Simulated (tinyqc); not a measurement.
Worked calculation: grain-boundary trapping model (Seto) of a polycrystalline semiconductor film. Computed by tinyqc, a small Python program that keeps every step. Command: `OMP_NUM_THREADS=1 python tinyqc.py 3019796 3019797 out.jsonl poly walk`. One thread of a shared host (Intel(R) Xeon(R) Processor @ 2.30GHz), about 0.01 s of CPU time with the checks. Intermediate numbers are printed to about 6 digits and carried at full precision; extremes and crossings named in words are read from the listed rows.

Grains of equal size L are joined by thin boundaries with one trap level. Trapped carriers deplete a width W on each side and raise a barrier, crossed by thermionic emission. Dopants are fully ionised, statistics are non-degenerate and mu_g does not depend on T.

Inputs (values chosen for the exercise, modelled on polycrystalline silicon):
```
quantity                                     value    unit
permittivity eps                              11.7       -
effective mass m                               0.3     m_0
effective density of states at 300 K, N_c  2.9e+19  1/cm^3
grain size L                                   310      nm
trap density Q_t                           1.9e+12  1/cm^2
trap level E_t below the band edge            0.33      eV
doping N                                   5.7e+17  1/cm^3
temperature T                                  250       K
```

Grain interior: neglected.

Constants: e = 1.602176634e-19 C; eps_0 = 8.8541878128e-12 F/m; k_B = 8.617333262e-05 eV/K; m_0 = 9.1093837015e-31 kg; k_B = 1.380649e-23 J/K.

## Critical doping

If all traps fill, the grain is just depleted at N* = Q_t/L, with the barrier e Q_t L/(8 eps eps_0).

N* = 6.12903e+16 1/cm^3

barrier at N* with all traps filled = 1.13868 V

The traps stay filled only while e V_B is below E_t - k_B T ln(N_c(T)/N*) = 0.203 eV. The barrier above exceeds that or lies within 2 k_B T of it, so band bending brings the traps close to or above E_F before all fill, and the real maximum is lower.

## Barrier

N_c(T) = N_c (T/300 K)^(3/2). Filled traps Q = Q_t/(1 + (1/2) exp((E_t* - E_F)/k_B T)), where E_t* = e V_B - E_t and E_F are counted from the band edge at the grain centre. Partial depletion: Q = 2 N W, V_B = e N W^2/(2 eps eps_0), E_F = k_B T ln(N/N_c); solve for W. If that W would exceed L/2 the grain is fully depleted: W = L/2, Q = N L, and E_F follows from the trap equation. Centre density n_0 = N_c exp(E_F/k_B T).

depletion width W = 16.6459 nm

barrier V_B = 0.122133 V

E_F = -0.0787610 eV

centre density n_0 = 5.70e+17 1/cm^3

The grain is partly depleted; 99.9 % of the traps are filled, and they hold 10.7 % of the carriers.

## Resistivity and effective mobility

Boundary: sigma_b = L e^2 n_0 exp(-e V_B/k_B T)/sqrt(2 pi m k_B T); rho = 1/sigma_b. Mean carrier density n_av = n_0 [(1 - 2W/L) + (2W/L) (sqrt(pi)/2) erf(y)/y], y = sqrt(e V_B/k_B T); effective mobility 1/(e n_av rho).

boundary resistivity = 0.491871 ohm cm

resistivity rho = 0.491871 ohm cm

mean carrier density = 5.31553e+17 1/cm^3

effective mobility = 23.8722 cm^2/(V s)

## Activation energy

E_a = d ln(rho)/d(1/k_B T) from T - 5 K and T + 5 K; temperature coefficient d ln(rho)/dT.

activation energy E_a = 0.114720 eV

temperature coefficient = -2.13088 %/K

With a fixed barrier the boundary term gives E_a = e V_B - k_B T/2 = 0.1114 eV, the second term coming from the thermal velocity in the prefactor.

## Against the doping

The formulas are those given above.

The same film:
```
N (1/cm^3)   W (nm)   V_B (V)  mean density (1/cm^3)  mobility (cm^2/(V s))  rho (ohm cm)
1.80e+15    155.000  0.033441            2.30047e+11            2.08336e+03   1.30229e+04
6.10e+15    155.000  0.113328            2.01686e+13            8.68050e+01   3.56507e+03
1.50e+16    136.356  0.215667            5.50033e+15            7.90137e-01   1.43614e+03
3.10e+16     95.884  0.220393            1.71367e+16            4.20901e-01   8.65332e+02
4.90e+16     76.625  0.222473            3.14570e+16            3.29064e-01   6.02964e+02
7.40e+16     62.474  0.223341            5.23833e+16            2.86642e-01   4.15678e+02
1.20e+17     48.937  0.222227            9.25676e+16            2.77008e-01   2.43410e+02
2.50e+17     32.843  0.208531            2.12116e+17            4.75581e-01   6.18715e+01
6.10e+17     15.561  0.114225            5.72303e+17            3.42525e+01   3.18399e-01
2.50e+18      3.800  0.027916            2.48130e+18            1.77897e+03   1.41398e-03
```

The barrier peaks among these rows at N = 7.4e16 (0.223 V) and the mobility has its minimum at 1.2e17; N* is 6.1e16. While the grain is fully depleted (W = L/2) V_B grows as N; once all traps are filled it falls as 1/N (last exponent -1.00). From 1.5e16 to 2.5e17 it is pinned, because the trap level has met E_F and the traps fill only in part. Partly depleted rows (W < L/2) with e V_B below 2 k_B T stretch the depletion approximation. Where the barrier is low the mobility is too high, because scattering inside the grains is left out. Where N approaches N_c the non-degenerate statistics fail. rho drops most steeply, as N^-5.9, between 2.5e17 and 6.1e17.

Checks made by the program: charge in the traps against the depleted charge (relative difference below 1e-10).
